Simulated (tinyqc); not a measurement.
Worked calculation: plane-wave Kohn-Sham cycle with exchange-only LDA in a layered model solid. Computed by tinyqc, a small Python program that keeps every step. Settings: points = 16, plane-wave index or count = 2, electrons = 2, k points = 4, area = 40.0, mixing = 0.1, iteration cap = 60. Command: `OMP_NUM_THREADS=1 python tinyqc.py 30018 30019 out.jsonl` (the two numbers bound the seeds that draw the settings). One thread of a shared host (Intel(R) Xeon(R) Processor @ 2.60GHz), about 0.04 s of CPU time with the checks. Later iterations appear only in the table of the cycle.

## Iteration 1: potential

A solid whose potential varies along x alone (atomic units):
```
parameter,value
period a,11.300000
cross-section of the cell,40.000000
electrons per cell,2
grid points,16
"plane waves -n..n, n",2
k points,4
V1 in V1 cos(2 pi x/a),-0.790000
```

density at the start, on the grid x_j = j a/N (e/bohr^3): 0.00442478  0.00442478  0.00442478  0.00442478  0.00442478  0.00442478  0.00442478  0.00442478  0.00442478  0.00442478  0.00442478  0.00442478  0.00442478  0.00442478  0.00442478  0.00442478

V_H(G) = 4 pi rho(G)/G^2 for G != 0 (uniform background); v_x = -(3 rho/pi)^(1/3); V = V_ext + V_H + v_x; Fourier components f(G_m) = (1/N) sum_j f(x_j) exp(-i G_m x_j).

Potentials on the grid (hartree):
```
x,V_ext,V_H,v_x,V
0.000000,-0.790000,0.000000,-0.161667,-0.951667
0.706250,-0.729865,0.000000,-0.161667,-0.891532
1.412500,-0.558614,0.000000,-0.161667,-0.720281
2.118750,-0.302320,0.000000,-0.161667,-0.463987
2.825000,0,0.000000,-0.161667,-0.161667
3.531250,0.302320,0.000000,-0.161667,0.140653
4.237500,0.558614,0.000000,-0.161667,0.396948
4.943750,0.729865,0.000000,-0.161667,0.568198
5.650000,0.790000,0.000000,-0.161667,0.628333
6.356250,0.729865,0.000000,-0.161667,0.568198
7.062500,0.558614,0.000000,-0.161667,0.396948
7.768750,0.302320,0.000000,-0.161667,0.140653
8.475000,0,0.000000,-0.161667,-0.161667
9.181250,-0.302320,0.000000,-0.161667,-0.463987
9.887500,-0.558614,0.000000,-0.161667,-0.720281
10.593750,-0.729865,0.000000,-0.161667,-0.891532
```

V(G_m), m = 0, 1, 2, ... (hartree): -0.161667  -0.395000  0.000000  0.000000  0.000000

## Iteration 1: Hamiltonian at one k

k = 0.125000 2 pi / a

H(m,m') = (k + G_m)^2/2 delta + V(G_m - G_m'), with V(-G) = V(G).

H (hartree):
```
,-2,-1,+0,+1,+2
-2,0.381803,-0.395000,0.000000,0.000000,0.000000
-1,-0.395000,-0.043311,-0.395000,0.000000,0.000000
+0,0.000000,-0.395000,-0.159251,-0.395000,0.000000
+1,0.000000,0.000000,-0.395000,0.033982,-0.395000
+2,0.000000,0.000000,0.000000,-0.395000,0.536390
```

## Iteration 1: levels at that k

Diagonalise the Hermitian matrix.

eigenvalues (hartree): -0.709653  -0.232243  0.211385  0.661096  0.819026

## Iteration 1: new density

Motion across x is left out: the lowest 1 band(s) hold two electrons at each of the k points (j + 1/2)/nk - 1/2. Residual R = rho(out) - rho(in); rho(new) = rho(in) + 0.1 R. rho(out) = 2/(a A nk) sum |psi|^2 with psi = sum c exp(i G x). Harris energy E = band energy - dV sum rho (V_H/2 + v_x) + (3/4) dV sum rho v_x with rho(in), dV = a A/N, band energy = (2/nk) sum of the filled levels.

rho(out) (e/bohr^3): 0.01729098  0.01450312  0.00839443  0.00313519  0.00065064  0.00005611  0.00000143  0.00000470  0.00001427  0.00000470  0.00000143  0.00005611  0.00065064  0.00313519  0.00839443  0.01450312

density after iteration 1 (e/bohr^3): 0.00571140  0.00543261  0.00482174  0.00429582  0.00404736  0.00398791  0.00398244  0.00398277  0.00398373  0.00398277  0.00398244  0.00398791  0.00404736  0.00429582  0.00482174  0.00543261

energy per cell = -1.33595971 hartree

## Iteration 2: potential

As before.

Potentials on the grid (hartree):
```
x,V_ext,V_H,v_x,V
0.000000,-0.790000,0.034350,-0.176024,-0.931674
0.706250,-0.729865,0.030470,-0.173112,-0.872506
1.412500,-0.558614,0.020452,-0.166364,-0.704526
2.118750,-0.302320,0.007895,-0.160081,-0.454506
2.825000,0,-0.004008,-0.156933,-0.160941
3.531250,0.302320,-0.013644,-0.156161,0.132515
4.237500,0.558614,-0.020568,-0.156089,0.381957
4.943750,0.729865,-0.024721,-0.156094,0.549050
5.650000,0.790000,-0.026104,-0.156106,0.607790
6.356250,0.729865,-0.024721,-0.156094,0.549050
7.062500,0.558614,-0.020568,-0.156089,0.381957
7.768750,0.302320,-0.013644,-0.156161,0.132515
8.475000,0,-0.004008,-0.156933,-0.160941
9.181250,-0.302320,0.007895,-0.160081,-0.454506
9.887500,-0.558614,0.020452,-0.166364,-0.704526
10.593750,-0.729865,0.030470,-0.173112,-0.872506
```

V(G_m), m = 0, 1, 2, ... (hartree): -0.161362  -0.384498  -0.000255  -0.000393  -0.000039

## Iteration 2: Hamiltonian at one k

k = 0.125000 2 pi / a

As before.

H (hartree):
```
,-2,-1,+0,+1,+2
-2,0.382107,-0.384498,-0.000255,-0.000393,-0.000039
-1,-0.384498,-0.043007,-0.384498,-0.000255,-0.000393
+0,-0.000255,-0.384498,-0.158947,-0.384498,-0.000255
+1,-0.000393,-0.000255,-0.384498,0.034287,-0.384498
+2,-0.000039,-0.000393,-0.000255,-0.384498,0.536694
```

## Iteration 2: levels at that k

As before.

eigenvalues (hartree): -0.692369  -0.222423  0.209756  0.650680  0.805491

## Iteration 2: new density

As before.

rho(out) (e/bohr^3): 0.01722967  0.01446726  0.00840508  0.00316614  0.00067046  0.00006093  0.00000170  0.00000480  0.00001408  0.00000480  0.00000170  0.00006093  0.00067046  0.00316614  0.00840508  0.01446726

density after iteration 2 (e/bohr^3): 0.00686323  0.00633608  0.00518008  0.00418285  0.00370967  0.00359521  0.00358437  0.00358497  0.00358676  0.00358497  0.00358437  0.00359521  0.00370967  0.00418285  0.00518008  0.00633608

energy per cell = -1.30380507 hartree

## Convergence

Stop when sqrt(dV sum R^2) is below 1e-8, dV = a A/N.

Course of the cycle:
```
iteration,E (hartree),norm of the residual
1,-1.33595971,1.27e-01
2,-1.30380507,1.14e-01
3,-1.27702496,1.02e-01
4,-1.25507954,9.13e-02
5,-1.23726716,8.18e-02
6,-1.22290234,7.32e-02
7,-1.21137327,6.56e-02
8,-1.20215578,5.87e-02
9,-1.19481071,5.25e-02
10,-1.18897517,4.70e-02
11,-1.18435196,4.21e-02
...,...,...
50,-1.16805194,5.63e-04
51,-1.16805393,5.05e-04
52,-1.16805566,4.53e-04
53,-1.16805716,4.06e-04
54,-1.16805846,3.65e-04
55,-1.16805958,3.27e-04
56,-1.16806055,2.93e-04
57,-1.16806137,2.63e-04
58,-1.16806208,2.36e-04
59,-1.16806268,2.12e-04
60,-1.16806319,1.90e-04
```

Not converged within 60 iterations: the residual falls steadily but slowly, by a factor of about 0.90 a step. Reruns (cap 100 unless said): mixing 0.5, Kerker q0 1.0: not converged; mixing 0.3, Pulay depth 5: converged in 8 (E = -1.16807); the original settings with a cap of 400: converged in 154 (E = -1.16807).
